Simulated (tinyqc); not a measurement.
Inside a calculation. Method: UHF in the sto-3g basis, for H4, spin multiplicity 3. This run ends on a higher stationary point, not on the lowest solution. One step of it, computed by the program tinyqc.

Problem. Iteration 1: diagonalisation and new density. Diagonalise F' = X^T F X, C = X C', fill 3 alpha and 1 beta electrons from the bottom; D(s) = C_occ C_occ^T. Each column has its largest component positive (the first on a tie).

F(alpha) (hartree), lower triangle:
```
           1H 1s      2H 1s      3H 1s      4H 1s
1H 1s  -0.429275
2H 1s  -0.488067  -0.429275
3H 1s  -0.238284  -0.125216  -0.429275
4H 1s  -0.125216  -0.238284  -0.488067  -0.429275
```

F(beta) (hartree), lower triangle:
```
           1H 1s      2H 1s      3H 1s      4H 1s
1H 1s  -0.026316
2H 1s  -0.309430  -0.026316
3H 1s  -0.222910  -0.202296  -0.026316
4H 1s  -0.202296  -0.222910  -0.309430  -0.026316
```

X, lower triangle:
```
           1H 1s      2H 1s      3H 1s     4H 1s
1H 1s   1.129986
2H 1s  -0.295592   1.129986
3H 1s  -0.103727   0.003966   1.129986
4H 1s   0.003966  -0.103727  -0.295592  1.129986
```

Give: F' = X^T F X; orbital energies; coefficients C; F' = X^T F X; orbital energies; coefficients C; D(alpha) after iteration 1; D(beta) after iteration 1.

Solution.

F' = X^T F X (alpha) (hartree), lower triangle:
```
         1        2        3        4
1  -0.2162
2  -0.3711  -0.2162
3  -0.1766   0.0726  -0.2162
4   0.0726  -0.1766  -0.3711  -0.2162
```

orbital energies (alpha) (hartree): MO1 -0.6913, MO2 -0.4833, MO3 -0.0943, MO4 0.4040

coefficients C (alpha):
```
          MO1      MO2      MO3      MO4
1H 1s  0.3673   0.4671   0.6589   0.7666
2H 1s  0.3673   0.4671  -0.6589  -0.7666
3H 1s  0.3673  -0.4671   0.6589  -0.7666
4H 1s  0.3673  -0.4671  -0.6589   0.7666
```

F' = X^T F X (beta) (hartree), lower triangle:
```
         1        2        3       4
1   0.2093
2  -0.3756   0.2093
3  -0.1867  -0.0577   0.2093
4  -0.0577  -0.1867  -0.3756  0.2093
```

orbital energies (beta) (hartree): MO1 -0.4107, MO2 0.0781, MO3 0.4559, MO4 0.7140

coefficients C (beta):
```
          MO1      MO2      MO3      MO4
1H 1s  0.3673   0.4671   0.6589   0.7666
2H 1s  0.3673   0.4671  -0.6589  -0.7666
3H 1s  0.3673  -0.4671   0.6589  -0.7666
4H 1s  0.3673  -0.4671  -0.6589   0.7666
```

D(alpha) after iteration 1, lower triangle:
```
         1H 1s    2H 1s    3H 1s   4H 1s
1H 1s   0.7873
2H 1s  -0.0811   0.7873
3H 1s   0.3510  -0.5174   0.7873
4H 1s  -0.5174   0.3510  -0.0811  0.7873
```

D(beta) after iteration 1, lower triangle:
```
        1H 1s   2H 1s   3H 1s   4H 1s
1H 1s  0.1349
2H 1s  0.1349  0.1349
3H 1s  0.1349  0.1349  0.1349
4H 1s  0.1349  0.1349  0.1349  0.1349
```
